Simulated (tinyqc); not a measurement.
Changing the silicon available t_Si: thermodynamics of metal silicides: hull, first phase, silicon consumed, nucleation and stability against SiO2. Computed by tinyqc, a small Python program. Command: `OMP_NUM_THREADS=1 python tinyqc.py 3027525 3027526 out.jsonl silphase sweep`. One thread of a shared host (Intel(R) Xeon(R) Processor @ 2.30GHz), about 0.01 s of CPU time with the checks.

Entropies of formation of the solids are neglected, so heats stand for free energies. Si fractions: M5Si3 0.3750, MSi 0.5000, MSi2 0.6667.

Inputs (values chosen for the exercise, of the order of those of tungsten silicides for heats and volumes only):
```
quantity,value,unit
heat of formation of M5Si3,-16.3,kJ/mol atoms
heat of formation of MSi,-15.4,kJ/mol atoms
heat of formation of MSi2,-26.8,kJ/mol atoms
molar volume of M,9.55,cm^3/mol
molar volume of Si,12.06,cm^3/mol
metal thickness t,10,nm
```

Phases: M5Si3, MSi, MSi2.

Method. A phase is stable if it lies below every straight line between a phase on its left and one on its right (M and Si at zero). Distance = its heat less the lowest such line, negative for a stable phase. Overall Si fraction x0 = (t_Si/V_Si)/(t_Si/V_Si + t/V_M). In equilibrium the two stable phases that bracket x0 share the atoms by the lever rule.

One run for each value:
```
silicon available t_Si (nm),overall Si fraction x0,share of atoms in the Si-richer phase
3.00,0.19196,0.51189
8.25,0.39515,0.06908
13.50,0.51668,0.48577
18.80,0.59819,0.76521
24.00,0.65523,0.96079
29.20,0.69809,0.09428
34.50,0.73204,0.19613
39.80,0.75913,0.27740
45.00,0.78087,0.34260
```

Describe and explain the trends.

Over the rows, overall Si fraction x0 rises from 0.192 to 0.781 (exponent d ln y / d ln x 0.71 between the first rows and 0.23 between the last); share of atoms in the Si-richer phase lies between 0.0691 and 0.961 without a single trend. The share restarts from zero each time x0 passes the composition of a stable phase.

Extremes, crossings and ranges named in words are read from the listed rows.
